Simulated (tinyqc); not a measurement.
Floating body of a partially depleted SOI transistor: body voltage and kink: two steps of the calculation.

Source at 0 V. Channel current Ic = 2 nf K Vt^2 [F(0) - F(Vd)](1 + la Vd), F(V) = ln^2(1 + exp((Vg - VT - nf V)/(2 nf Vt))), VT = VT0 - gb Vb. Saturation voltage Vs = 2 Vt sqrt(F(0)) + 3 Vt, excess Ve = (Vd - Vs + sqrt((Vd - Vs)^2 + 0.0004 V^2))/2, multiplication M1 = Ai Ve exp(-Bl/Ve). Each junction passes D(v) = J1 (exp(v/Vt) - 1) + J2 (exp(v/(2 Vt)) - 1). Bipolar current Ib = bb J1 (exp(Vb/Vt) - 1). The body settles where M1 (Ic + Ib) = D(Vb) + D(Vb - Vd) + Vb/Rb; drain current Id = (1 + M1)(Ic + Ib) - D(Vb - Vd).

Inputs (values chosen for the exercise); values of the order met in partially depleted silicon-on-insulator transistors:
- T = 330 K (temperature)
- VT0 = 0.37 V (threshold at zero body voltage)
- gb = 0.24 (fall of the threshold per volt of body voltage)
- nf = 1.21 (slope factor)
- K = 260 uA/(V^2 um) (gain factor per width)
- la = 0.02 1/V (channel-length modulation factor)
- Ai = 1.79 1/V (impact-ionisation prefactor)
- Bl = 7.3 V (impact-ionisation voltage)
- J1 = 2.8e-11 uA/um (diffusion saturation current of each junction)
- J2 = 1.9e-7 uA/um (recombination saturation current of each junction)
- bb = 0 (gain of the lateral bipolar transistor on the diffusion current)
- Rb = 1e9 kohm um (resistance of a weak body tie to the source (1e9 stands for no tie, and the term is then dropped))
- Vg = 0.53 V (gate voltage)
- Vd = 1.6 V (drain voltage)

Constants: q = 1.602176634e-19 C, kB = 1.380649e-23 J/K, Vt = kB T/q. Results are converted to the units shown.

Problem 1. New Vb. Current into the body I_in = M1 (Ic + Ib) - D(Vb - Vd), current out I_out = D(Vb) + Vb/Rb; f = ln(I_in/I_out), s = df/dVb by central differences over 1e-5 V, Vb(new) = Vb - f/s.

Vb at the start = 0.67 V

Find: Ic; Ve; M1; I_in; I_out; f; s; Vb after iteration 1.

Solution 1.

Ic = 11.457 uA/um
Ve = 1.2491 V
M1 = 0.0064769
I_in = 0.074203 uA/um
I_out = 0.50283 uA/um
f = -1.9134
s = -33.894 1/V
Vb after iteration 1 = 0.61355 V

Problem 2. Drain current with floating and with grounded body. Id and VT at the converged Vb, Id at Vb = 0, their ratio, and the bipolar share Ib/(Ic + Ib).

converged Vb = 0.61250793 V

Find: VT; Id, floating; Id, grounded; ratio; bipolar share.

Solution 2.

VT = 0.2230 V
Id, floating = 10.58 uA/um
Id, grounded = 3.109 uA/um
ratio = 3.402
bipolar share = 0.000 %

The body rises to 0.613 V and lowers the threshold by 147 mV.

Range of the model: The multiplication law is an empirical form chosen for the exercise; self-heating and capacitive coupling to the body are left out, and the linear laws are rough once Vb passes about 0.7 V or M1 about 0.1.

tinyqc, about 0.2 s, one thread, Intel Xeon 2.30GHz (shared host): `OMP_NUM_THREADS=1 python tinyqc.py 2182210 2182211 out.jsonl`
